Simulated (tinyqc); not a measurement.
A chain with uneven site energies and dephasing by Buettiker voltage probes: one step of the calculation.

Sites 1 to 4 form a chain with hopping -t. Lead L joins site 1 and lead R site 4, both semi-infinite chains with hopping -t and site energy 0. Every site carries a probe with self-energy -i Gamma_p/2 that draws no net current. Linear response at zero temperature: mu_L = 1, mu_R = 0 in units of the bias.

Problem. Current at both leads. In units of (2 q^2/h) times the bias, T_RL + sum_p T_pL (1 - mu_p) leaves L and T_RL + sum_p T_pR mu_p enters R.

T_RL = 0.12078302

```
probe        T_pL        T_pR        mu_p
1      0.52976662  0.04821397  0.85396540
2      0.11075974  0.05693053  0.61652587
3      0.06317424  0.39829900  0.23138008
4      0.04821397  0.09571449  0.33473602
```

Wanted: current leaving L; current entering R.

Solution.

current leaving L = 0.3213
current entering R = 0.3213

The two are equal: the probes conserve the current.

Program tinyqc, `OMP_NUM_THREADS=1 python tinyqc.py 2700126 2700127 out.jsonl`; Intel Xeon 2.30GHz, shared host, one thread, about 0.01 s.
